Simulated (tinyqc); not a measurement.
Inside a calculation. Method: RHF in the 6-31g basis, for H3+, spin multiplicity 1. One step of it, computed by the program tinyqc.

Question. Iteration 3: DIIS coefficients. Solve [B -1; -1 0][c; lambda] = [0; -1] for the coefficients, which sum to one.

B (overlaps of the stored error matrices):
```
               1              2              3
1  2.9206430e-02  8.6330522e-03  2.5265594e-03
2  8.6330522e-03  2.6890502e-03  8.1452370e-04
3  2.5265594e-03  8.1452370e-04  2.5196841e-04
```

Give: DIIS coefficients.

Answer.

DIIS coefficients: 0.1048  -0.8717  1.7669
